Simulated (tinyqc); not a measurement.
Inside a calculation. Model: read current of a NAND string, cells in series solved by shooting.

tinyqc, about 0.3 s, one thread, Intel Xeon 2.30GHz (shared host): `OMP_NUM_THREADS=1 python tinyqc.py 2142210 2142211 out.jsonl` Printed values are rounded.

Cells in series, numbered from 0 at the source line (0 V) to the bit line, each followed by a gap resistance Rg. A cell with gate Vg, threshold VT, source Vs and drain Vd passes I = 2 nf K Vt^2 [F(Vs) - F(Vd)]/(1 + th max(Vg - VT, 0)), F(V) = ln^2(1 + exp((Vg - VT - nf V)/(2 nf Vt))). The selected cell has Vg = Vr, the others Vg = Vp.

Parameters, values chosen for the exercise; values of the order met in vertical NAND strings:
```
symbol  value    unit                                 meaning
T         300       K                             temperature
K         5.4  uA/V^2                   gain factor of a cell
nf        1.6                                    slope factor
th       0.11     1/V               mobility reduction factor
Rg         26    kohm     resistance of the gap between cells
Vbl       0.3       V                        bit-line voltage
Vp        7.5       V                            pass voltage
Vr       4.09       V  read voltage on the selected word line
```

Constants: q = 1.602176634e-19 C, kB = 1.380649e-23 J/K, Vt = kB T/q. Results are converted to the units shown.

## Step 1: node voltages for a trial current

first trial current = 0.3 uA
thresholds from the source end, cell 0 to 4 (V): 3.7  -2.1  3.7  2.9  3.7

For a trial current I start at 0 V and, cell by cell (the selected one is cell 3), solve for the drain: sqrt(F(Vd)) = sqrt(F(Vs) - I/k), k = 2 nf K Vt^2/(1 + th max(Vg - VT, 0)), Vd = [Vg - VT - 2 nf Vt ln(exp(sqrt F) - 1)]/nf, then add I Rg.

node voltage after each cell and gap, trial 1, cell 0 to 4 (V): 0.02862227  0.04838944  0.07744873  0.1470483  0.1770583

## Step 2: node voltages for a trial current

second trial current = 0.44 uA

As before.

node voltage after each cell and gap, trial 2, cell 0 to 4 (V): 0.04204262  0.07108237  0.1140821  0.2248167  0.2701077

## Course of the secant iteration

Secant steps on the end voltage less Vbl, from the two trials; a trial above the saturation current of a cell has no solution and is moved halfway to the previous trial. Stop below 1e-9 V.

Course of the iteration:
```
iteration     I (uA)  end voltage - Vbl (V)  halvings
1          0.4849752                2.06e-3         0
2          0.4820765               -3.60e-5         0
3          0.4821262               -4.37e-8         0
4          0.4821263               9.28e-13         0
```

Converged in 4 iterations to I = 0.48213 uA. The selected cell takes 37.4 % of the bit-line voltage and the gaps together 20.9 %.
